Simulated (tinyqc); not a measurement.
Composition profile: interdiffusion in a binary couple: Darken equations, Kirkendall shift and Boltzmann-Matano analysis. Computed by tinyqc, a small Python program. Command: `OMP_NUM_THREADS=1 python tinyqc.py 3023976 3023977 out.jsonl darken walk`. One thread of a shared host (Intel(R) Xeon(R) Processor @ 2.30GHz), about 0.02 s of CPU time with the checks.

x is the mole fraction of B; the molar volume is constant, and the two halves are long enough to count as infinite.

Inputs (values chosen for the exercise, for a model alloy A-B):
```
quantity                        value   unit
tracer diffusivity D*_A(0)    4.8e-16  m^2/s
tracer diffusivity D*_B(0)    2.2e-15  m^2/s
slope k of ln D* with x          -2.2      -
regular-solution parameter W    0.026     eV
temperature T                    1480      K
left composition x_L             0.21      -
right composition x_R            0.67      -
time t                          26000      s
```

Vacancy-wind correction: none.

Constants: k_B = 8.617333262e-05 eV/K.

Method:
- D*_i(x) = D*_i(0) exp(k x); thermodynamic factor Phi = 1 - 2 W x (1 - x)/(k_B T); intrinsic D_i = D*_i Phi; interdiffusion D~ = x D_A + (1 - x) D_B.
- With lambda = z/sqrt(t), the profile solves d/dlambda (D~ dx/dlambda) + (lambda/2) dx/dlambda = 0 with x = x_L and x_R far to the left and right; z = 0 is the original interface. It is solved as a boundary-value problem in y = lambda/sqrt(D~ at the mean composition) on -12 < y < 12 (collocation, tolerance 1e-8).
- The last column is the error-function profile for a constant D~ taken at the mean composition.

D~ at the mean composition = 4.9311e-16 m^2/s

Profile at time t:
```
y      z (um)        x  dx/dz (1/um)  x for constant D~
-3.0  -10.742  0.22971      0.005257            0.21780
-2.0   -7.161  0.25771      0.010901            0.24618
-1.5   -5.371  0.28078      0.015037            0.27643
-1.0   -3.581  0.31219      0.020236            0.32029
-0.5   -1.790  0.35390      0.026530            0.37644
0.0     0.000  0.40761      0.033493            0.44000
0.5     1.790  0.47322      0.039355            0.50356
1.0     3.581  0.54528      0.039720            0.55971
1.5     5.371  0.60912      0.029858            0.60357
2.0     7.161  0.64876      0.014563            0.63382
3.0    10.742  0.66903      0.000996            0.66220
```

What follows from these numbers?

At the original interface x = 0.4076, against the mean 0.4400. D~ is 0.202 times as large at x_R as at x_L, so the profile is flatter and reaches further on the left.
